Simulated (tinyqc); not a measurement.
## Donor binding, ionisation and the Mott limit: Freeze-out

Hydrogenic donor: Ry = (m0 q^3/(8 eps0^2 h^2)) me/eps_r^2 in eV, E0 = cc Ry, radius a = q/(8 pi eps0 eps_r E0), Mott density Nm = (0.26/a)^3. Below Nm the level sinks as Ed = E0 [1 - (N/Nm)^(1/3)]. Neutrality: Nc F12(eta) = N/(1 + 2 exp(eta + Ed/kB T)), F12(x) = (2/sqrt(pi)) int_0^infinity sqrt(u)/(1 + exp(u - x)) du.

Nc is given at 200 K and scales as T^1.5.

Values chosen for this exercise; band and dielectric values close to those of 4H silicon carbide: relative permittivity eps_r = 9.76; mass in the hydrogenic formula, set independently of Nc me = 0.366 m0; conduction-band density of states at 200 K Nc = 9.25e18 cm^-3; ratio of the true binding energy to the hydrogenic one cc = 1; donor density N = 1.5e18 cm^-3.

Constants: q = 1.602176634e-19 C, kB = 1.380649e-23 J/K, eps0 = 8.8541878128e-12 F/m, h = 6.62607015e-34 J s, m0 = 9.1093837015e-31 kg, Vt = kB T/q. Results are converted to the units shown.

Results:
```
T (K)	eta	n (cm^-3)	ionised (%)	ln(n/T^0.75)
30	-3.662	1.367e16	0.9114	34.60
45	-2.701	6.479e16	4.319	35.85
60	-2.302	1.470e17	9.797	36.46
80	-2.087	2.785e17	18.57	36.88
110	-2.022	4.779e17	31.86	37.18
150	-2.102	7.042e17	46.95	37.34
220	-2.360	9.760e17	65.07	37.38
400	-3.004	1.275e18	85.02	37.20
```

Estimate the missing row, T = 300 K.

Computed row:
```
T (K)	eta	n (cm^-3)	ionised (%)	ln(n/T^0.75)
300	-2.665	1.154e18	76.96	37.31
```

With this row back in the table: The ionised share rises from 0.911 to 85.0 %. Between the first two rows ln(n/T^0.75) has the slope -9.71 meV against q/kB T; deep freeze-out without compensation gives -Ed/2 = -9.90 meV.

Range of the model: A sharp level with degeneracy 2 overstates freeze-out near Nm, where the impurity band broadens and merges with the conduction band.

Computed by the program tinyqc: `OMP_NUM_THREADS=1 python tinyqc.py 2330047 2330048 out.jsonl`, one thread of a shared Intel Xeon 2.30GHz, about 0.01 s for the whole run.
